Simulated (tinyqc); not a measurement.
Worked calculation: phonon-assisted absorption at an indirect gap. Values are carried at full precision from step to step, so a last printed digit may differ when a step is redone from the rounded ones.

alpha(E) = sum_j A_j [N_j (E - Eg + w_j)^2 + (N_j + 1)(E - Eg - w_j)^2], each bracket counted only where its base is positive; N_j = 1/(exp(w_j/kB T) - 1). The first term absorbs a phonon and the second emits one; excitons and direct transitions are left out.

Constants: kB = 8.617333262e-05 eV/K.

Parameters, chosen for this exercise (loosely those of GaP at room temperature; Eg is not tied to T; the results hold for these values, not for the real material):
```
symbol  value         unit         meaning
Eg      2.293         eV           indirect gap, held fixed unless listed
w       (46.6, 13.2)  meV          two zone-edge phonons
A       (4000, 720)   1/(cm eV^2)  their strengths
T       77            K
E       2.658         eV           photon energy
nr      3.43                       refractive index
d       8.9           micrometre   thickness
xj      0.17          micrometre   dead layer at the surface
W       11            micrometre   depleted width
L       17            micrometre   minority diffusion length below it
```

## The four branches at one energy

Evaluate the occupations and each term.

N_j: 0.0008919  0.1585

terms with phonon absorption (1/cm): 0.6044  16.32

terms with phonon emission (1/cm): 405.9  103.2

alpha = 526.0 1/cm
wavelength hc/E (hc = 1239.841984 eV nm) = 466.5 nm

Phonon absorption supplies 3.2 % of alpha; the depth 1/alpha is 19 micrometre.

## What a slab does with it

Slab of thickness d in air, incoherent passes: R = ((nr - 1)/(nr + 1))^2, x = exp(-alpha d); transmitted Tr = (1 - R)^2 x/(1 - R^2 x^2), reflected Rt = R + (1 - R)^2 R x^2/(1 - R^2 x^2), absorbed Ab = (1 - R)(1 - x)/(1 - R x).

d in cm is 1e-4 times the value in micrometres.

R = 0.3009
x = 0.6261
Tr = 0.3173
Rt = 0.3607
Ab = 0.3220

A single pass would absorb (1 - R)(1 - x) = 0.2614; the back face adds 0.0607.

## Quantum efficiency of a diode

Photodiode (Gaertner form with a dead layer): QE = (1 - R) exp(-alpha xj) [1 - exp(-alpha W)/(1 + alpha L)], R = ((nr - 1)/(nr + 1))^2; responsivity = QE/E in A/W for E in eV.

Evaluate the factors; 1 micrometre = 1e-4 cm.

passes the dead layer = 0.9911
collected share = 0.7040
QE = 0.4878
responsivity = 0.1835 A/W

Without diffusion from below the collected share would be 0.4393.

## Checks

- Tr + Rt + Ab against 1: both 1.000000.

(tinyqc, `OMP_NUM_THREADS=1 python tinyqc.py 1681831 1681832 out.jsonl`, Intel(R) Xeon(R) Processor @ 2.30GHz, 1 thread, shared host, about 0.01 s.)
